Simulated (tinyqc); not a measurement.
Inside a calculation. Method: plane-wave Kohn-Sham cycle with exchange-only LDA in a layered model solid. One step of it, computed by the program tinyqc.

Task: Iteration 2: levels at that k. Diagonalise the Hermitian matrix.

H (hartree), lower triangle:
```
           -2         -1         +0         +1        +2
-2   1.599622
-1  -0.144406   0.140799
+0   0.001557  -0.144406  -0.257062
+1   0.000167   0.001557  -0.144406   0.406039
+2   0.000028   0.000167   0.001557  -0.144406  2.130104
```

Give: eigenvalues.

Result:

eigenvalues (hartree): -0.3307  0.1662  0.4279  1.6139  2.1422
